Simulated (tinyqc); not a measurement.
Worked calculation: Pariser-Parr-Pople SCF with singles CI, for the molecule O=C1C=CC(=O)C=C1 (SMILES; centres numbered as the heavy atoms are written). One step of it, computed by the program tinyqc.

Question. PPP integrals. Mataga-Nishimoto: gamma = 14.399645/(R + a), a = 2 x 14.399645/(gamma_rr + gamma_ss); H_rr = -W_r - sum_(s != r) z_s gamma_rs; H_rs = beta for bonds.

Centres (angstrom, eV; a flat drawing with bonds scaled to 1.40 angstrom):

| centre | x | y | core charge z | W | gamma_rr |
|---|---|---|---|---|---|
| 1O | 2.800000 | 0.000000 | 1 | 17.700000 | 15.200000 |
| 2C | 1.400000 | 0.000000 | 1 | 11.160000 | 11.130000 |
| 3C | 0.700000 | 1.212000 | 1 | 11.160000 | 11.130000 |
| 4C | -0.700000 | 1.212000 | 1 | 11.160000 | 11.130000 |
| 5C | -1.400000 | 0.000000 | 1 | 11.160000 | 11.130000 |
| 6O | -2.800000 | 0.000000 | 1 | 17.700000 | 15.200000 |
| 7C | -0.700000 | -1.212000 | 1 | 11.160000 | 11.130000 |
| 8C | 0.700000 | -1.212000 | 1 | 11.160000 | 11.130000 |

Resonance integrals (eV):

| i | j | beta |
|---|---|---|
| 1 | 2 | -2.400000 |
| 2 | 3 | -2.290000 |
| 3 | 4 | -2.290000 |
| 4 | 5 | -2.290000 |
| 5 | 6 | -2.400000 |
| 5 | 7 | -2.290000 |
| 7 | 8 | -2.290000 |
| 8 | 2 | -2.290000 |

Give: repulsion gamma_rs; core matrix H.

Answer.

repulsion gamma_rs (eV):
```
         1O       2C       3C       4C       5C       6O       7C       8C
1O  15.2000   5.7742   4.0926   3.0014   2.7201   2.1993   3.0014   4.0926
2C   5.7742  11.1300   5.3463   3.8725   3.5175   2.7201   3.8725   5.3463
3C   4.0926   5.3463  11.1300   5.3455   3.8725   3.0014   3.5181   3.8732
4C   3.0014   3.8725   5.3455  11.1300   5.3463   4.0926   3.8732   3.5181
5C   2.7201   3.5175   3.8725   5.3463  11.1300   5.7742   5.3463   3.8725
6O   2.1993   2.7201   3.0014   4.0926   5.7742  15.2000   4.0926   3.0014
7C   3.0014   3.8725   3.5181   3.8732   5.3463   4.0926  11.1300   5.3455
8C   4.0926   5.3463   3.8732   3.5181   3.8725   3.0014   5.3455  11.1300
```

core matrix H (eV):
```
          1O        2C        3C        4C        5C        6O        7C        8C
1O  -42.5816   -2.4000    0.0000    0.0000    0.0000    0.0000    0.0000    0.0000
2C   -2.4000  -41.6094   -2.2900    0.0000    0.0000    0.0000    0.0000   -2.2900
3C    0.0000   -2.2900  -40.2096   -2.2900    0.0000    0.0000    0.0000    0.0000
4C    0.0000    0.0000   -2.2900  -40.2096   -2.2900    0.0000    0.0000    0.0000
5C    0.0000    0.0000    0.0000   -2.2900  -41.6094   -2.4000   -2.2900    0.0000
6O    0.0000    0.0000    0.0000    0.0000   -2.4000  -42.5816    0.0000    0.0000
7C    0.0000    0.0000    0.0000    0.0000   -2.2900    0.0000  -40.2096   -2.2900
8C    0.0000   -2.2900    0.0000    0.0000    0.0000    0.0000   -2.2900  -40.2096
```
